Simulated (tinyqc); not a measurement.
# Drift layer from breakdown voltage and on-resistance

Question. An ideal drift layer with a triangular field at breakdown has BV = Ec W/2, N = eps0 eps_r Ec/(q W) and Ron = W/(q mu N). Find Ec, W and N.

Parameters, values chosen for the exercise:
```
symbol  value        unit                               meaning
eps_r    9.51                             relative permittivity
mu        902  cm^2/(V s)  electron mobility of the drift layer
```

Constants: q = 1.602176634e-19 C, eps0 = 8.8541878128e-14 F/cm where lengths are in cm. Results are converted to the units shown.

BV = 4233.4748 V
Ron = 7.0494286 mohm cm^2

Answer. Eliminating W and N gives Ron = 4 BV^2/(eps0 eps_r mu Ec^3), which yields Ec.

Ec = 2375 kV/cm
W = 35.66 um
N = 3.500e15 cm^-3

Numbers from tinyqc (`OMP_NUM_THREADS=1 python tinyqc.py 2120106 2120107 out.jsonl`; about 0.1 s on one thread of a shared Intel Xeon 2.30GHz).
